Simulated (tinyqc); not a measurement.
Strain-driven roughening and islands of a mismatched epitaxial film: one step, computed by the program tinyqc. Command: `OMP_NUM_THREADS=1 python tinyqc.py 3027112 3027113 out.jsonl island walk`. One thread of a shared host (Intel(R) Xeon(R) Processor @ 2.30GHz), about 0.01 s of CPU time with the checks.

Film and substrate share isotropic elastic constants; the film is coherent and biaxially strained.

Task: Which shape at the volume V. Shallow faceted island (Tersoff form): E = 4 Gam V^(2/3) tan^(1/3)(theta) - 6 c V tan(theta), Gam = gamma [x/sin(theta) - 1/tan(theta)], x the facet energy over gamma, c = stress^2 (1 - nu)/(2 pi G). The two energies cross at V_x^(1/3) = 4 [Gam_2 t2^(1/3) - Gam_1 t1^(1/3)]/(6 c (t2 - t1)), t = tan(theta); mu = dE/dV.

Inputs (values chosen for the exercise, modelled on Si(0.5)Ge(0.5) on Si):

| quantity | value | unit |
|---|---|---|
| shear modulus G | 58.8 | GPa |
| Poisson ratio nu | 0.27 | - |
| surface energy gamma | 1.19 | J/m^2 |
| contact angle of the shallow shape theta_1 | 8.33 | degrees |
| contact angle of the steep shape theta_2 | 31.5 | degrees |
| facet energy of shape 1 over gamma | 0.9985 | - |
| facet energy of shape 2 over gamma | 1.05 | - |
| island volume V | 160 | nm^3 |

stress = 4.337346 GPa

Gam of shape 2 = 0.4494906 J/m^2

Gam of shape 1 = 0.07433629 J/m^2

c = 0.03717181 GPa

Constants: e = 1.602176634e-19 C.

Give: E of shape 1; E of shape 2; crossing volume V_x; jump of mu at V_x, shape 2 less shape 1.

Result:

E of shape 1 = -3.7826 eV

E of shape 2 = 144.44 eV

crossing volume V_x = 2287.0 nm^3

jump of mu at V_x, shape 2 less shape 1 = -34.673 MJ/m^3

At V the shallow shape is lower. At V_x the chemical potential drops, so islands that have turned steep grow at the cost of the shallow ones. Caution: the shallow-slope form overstates the relaxation of facets steeper than about 25 degrees.
